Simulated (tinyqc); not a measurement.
Isothermal kinetics: hydrogen passivation and dissociation of interface defects with a spread of activation energies. Computed by tinyqc, a small Python program. Command: `OMP_NUM_THREADS=1 python tinyqc.py 3003993 3003994 out.jsonl passivation walk`. One thread of a shared host (Intel(R) Xeon(R) Processor @ 2.30GHz), about 0.01 s of CPU time with the checks.

Active defects P react as P + H2 -> HP + H and HP -> P + H; released atomic hydrogen is removed. All defects start active. Activation energies are normally distributed, independently for the two reactions.

Inputs (values chosen for the exercise, for a model interface): mean passivation energy E_f = 1.56 eV; spread s_f = 0.13 eV; prefactor k_f0 = 3e-09 cm^3/s; mean dissociation energy E_d = 2.82 eV; spread s_d = 0.066 eV; prefactor k_d0 = 3.8e+13 1/s; dissolved hydrogen [H2] = 2.7e+16 cm^-3; anneal temperature T = 580 K; anneal time t = 16000 s.

Ambient: hydrogen.

Constants: k_B = 8.617333262e-05 eV/K.

Method:
- a = k_f0 [H2] exp(-E_f/k_B T), b = k_d0 exp(-E_d/k_B T); the active share of one kind of site is b/(a + b) + (a/(a + b)) exp(-(a + b) t).
- Full average: z from -5 to 5 in steps of 0.125 with normalised weights exp(-z^2/2), energy = mean + spread x z, over both energies.
- Times are decades about 1/(a + b) of the mean site. The last column is the part of the change still to come; rows stop once it is below 1e-5.

dissociation rate b = 1.19134e-11 1/s

passivation rate a = 2.25538e-06 1/s

Against time:
```
t (s)     active share, single energy  active share, spread  unreacted part
4.00e+02                   9.9910e-01            9.8437e-01      9.8437e-01
4.00e+03                   9.9102e-01            9.2156e-01      9.2154e-01
4.00e+04                   9.1373e-01            7.4026e-01      7.4018e-01
4.00e+05                   4.0570e-01            4.4019e-01      4.4001e-01
4.00e+06                   1.2606e-04            1.6820e-01      1.6794e-01
4.00e+07                   5.2822e-06            3.7283e-02      3.6976e-02
4.00e+08                   5.2822e-06            4.6234e-03      4.3061e-03
4.00e+09                   5.2822e-06            5.4768e-04      2.2910e-04
```

A single energy finishes within about two decades of time. With the spread the unreacted part is 0.92 at 4000 s and still 0.17 at 4e6 s, where one energy leaves 1.2e-4: a width of s/k_B T = 2.60 in ln(rate) stretches the decay markedly. Times above 1e9 s (about 30 years) are only formal.
